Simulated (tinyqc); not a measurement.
Time-dependent dielectric breakdown: cell percolation, Weibull statistics, area scaling and voltage extrapolation: one step, computed by the program tinyqc. Command: `OMP_NUM_THREADS=1 python tinyqc.py 3018730 3018731 out.jsonl tddb walk`. One thread of a shared host (Intel(R) Xeon(R) Processor @ 2.30GHz), about 0.01 s of CPU time with the checks.

The oxide is divided into columns of area a^2, each holding m = t_ox/a cells (m is taken as continuous). A share lambda(t) = (t/t_1)^alpha of the cells is defective, and a column whose cells are all defective breaks down.

Question. A sample of breakdown times. Each device fails at t = t63 (-ln(1 - u))^(1/beta). Sort the times; median rank F_i = (i - 0.3)/(n_s + 0.4) for n_s devices; W = ln(-ln(1 - F_i)).

characteristic life t63 = 12140.88 s

uniform random numbers u: [0.1222, 0.4655, 0.4022, 0.7433, 0.0790, 0.5524, 0.4895, 0.0702]

Weibull slope beta = 1.175333

Give: Weibull plot.

Answer.

Weibull plot:
```
i  t (s)      F_i    ln t        W
1   1306  0.08333  7.1750  -2.4417
2   1450  0.20238  7.2795  -1.4867
3   2145  0.32143  7.6707  -0.9474
4   6897  0.44048  8.8389  -0.5436
5   8155  0.55952  9.0064  -0.1986
6   8661  0.67857  9.0666   0.1266
7  10083  0.79762  9.2186   0.4685
8  15770  0.91667  9.6659   0.9102
```

Caution: t_1 is an input here; in a real oxide it changes with thickness at fixed voltage.
